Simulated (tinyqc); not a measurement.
Worked calculation: extended Hueckel theory, for H4. One step of it, computed by the program tinyqc.

Question. Wolfsberg-Helmholz matrix. H_ij = K' S_ij (H_ii + H_jj)/2 for i != j (the diagonal keeps H_ii), with K' = 1.75.

overlap S, lower triangle:
```
          1H 1s     2H 1s     3H 1s     4H 1s
1H 1s  1.000000
2H 1s  0.481374  1.000000
3H 1s  0.071418  0.344209  1.000000
4H 1s  0.011582  0.071418  0.481374  1.000000
```

diagonal H_ii (eV): 1H 1s -13.600000, 2H 1s -13.600000, 3H 1s -13.600000, 4H 1s -13.600000

K = 1.750000

Give: H.

Answer.

H (eV), lower triangle:
```
         1H 1s    2H 1s    3H 1s    4H 1s
1H 1s  -13.600
2H 1s  -11.457  -13.600
3H 1s   -1.700   -8.192  -13.600
4H 1s   -0.276   -1.700  -11.457  -13.600
```
